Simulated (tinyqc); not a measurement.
# p-n diode, drift-diffusion by the Gummel loop with Scharfetter-Gummel fluxes: current against voltage in the dark

Abrupt junction at x = 0, p side from -Lp, n side to Ln, ohmic contacts. psi is counted from the intrinsic level; n = ni exp((psi - phin)/Vt), p = ni exp((phip - psi)/Vt). Contacts: p side psi = V - Vt ln(Na/ni), p = Na, n = ni^2/Na; n side psi = Vt ln(Nd/ni), n = Nd, p = ni^2/Nd. Constant mobilities, D = mu Vt, Boltzmann statistics, SRH recombination through a mid-gap level, U = (n p - ni^2)/(tp (n + ni) + tn (p + ni)). Current is positive from the p contact to the n contact.

ni = sqrt(Nc Nv) exp(-Eg/(2 Vt)), Eg in volts. Poisson and both continuity equations are solved self-consistently with Scharfetter-Gummel fluxes on a graded mesh of 500 nodes. J_scr is q times the integral of U between -xp and xn. Ideal diffusion current J_id = q ni^2 [Dn coth(wp/Le)/(Le Na) + Dp coth(wn/Lh)/(Lh Nd)] (exp(V/Vt) - 1), Le = sqrt(Dn tn), Lh = sqrt(Dp tp), wp = Lp - xp, wn = Ln - xn, with xp and xn from the depletion approximation (W = sqrt(2 eps0 eps_r (Vbi - V)(1/Na + 1/Nd)/q), xp = W Nd/(Na + Nd), xn = W Na/(Na + Nd), Vbi = Vt ln(Na Nd/ni^2)). Ideality factor = 0.004 V/(Vt ln[J(V + 0.004 V)/J(V)]). Here G = 0.

Parameters, values chosen for the exercise; band and dielectric values close to those of indium phosphide:

| symbol | value | unit | meaning |
|---|---|---|---|
| T | 300 | K | temperature |
| Eg | 1.36 | eV | band gap |
| eps_r | 12.6 |  | relative permittivity |
| Nc | 5.78e17 | cm^-3 | conduction-band density of states at T |
| Nv | 1.09e19 | cm^-3 | valence-band density of states at T |
| Na | 4.5e17 | cm^-3 | acceptor density of the p side |
| Nd | 1.4e17 | cm^-3 | donor density of the n side |
| mun | 1900 | cm^2/(V s) | electron mobility |
| mup | 95 | cm^2/(V s) | hole mobility |
| tn | 8e-7 | s | SRH lifetime of electrons |
| tp | 8e-8 | s | SRH lifetime of holes |
| Lp | 2.5 | um | length of the p side |
| Ln | 0.41 | um | length of the n side |
| G | 0 | cm^-3 s^-1 | uniform generation rate |

Constants: q = 1.602176634e-19 C, kB = 1.380649e-23 J/K, Vt = kB T/q, eps0 = 8.8541878128e-14 F/cm where lengths are in cm. Results are converted to the units shown.

Current against voltage in the dark:
columns A: V (V); B: J (A/cm^2); C: ideality factor; D: J_scr/J (%); E: J_id (A/cm^2); F: share recombining at the contacts (%); G: larger minority/doping at -xp and xn
```
A            B     C       D         E       F         G
0.25  2.33e-10  1.92    99.9  2.24e-13  0.0954  1.16e-16
0.36   2.13e-9  1.92    99.3  1.57e-11   0.730  8.16e-15
0.47   2.04e-8  1.83    94.7   1.09e-9    5.32  5.71e-13
0.58   2.55e-7  1.49    70.2   7.63e-8    29.7  3.99e-11
0.69   7.00e-6  1.13    24.4   5.32e-6    75.5   2.78e-9
0.79   2.65e-4  1.03    5.21   2.52e-4    94.6   1.31e-7
0.9     0.0176  1.01   0.846    0.0176    98.9   9.05e-6
1.01      1.21  1.01   0.151      1.22    99.6   6.13e-4
1.12      79.5  1.06  0.0223      84.6    99.8    0.0360
```

J rises from 2.33e-10 to 79.5 A/cm^2; the ideality factor goes from 1.92 through a minimum of 1.01 (at V = 1.01 V among the rows listed) to 1.06. Recombination in the depleted layer carries over half of the current up to V = 0.58 V, where the factor is 1.49; it grows roughly as exp(V/2 Vt), so diffusion overtakes it. Where the factor is lowest (V = 1.01 V), J is 0.67 % below the ideal diffusion current.

Program tinyqc, `OMP_NUM_THREADS=1 python tinyqc.py 2240101 2240102 out.jsonl`; Intel Xeon 2.30GHz, shared host, one thread, about 0.1 s.
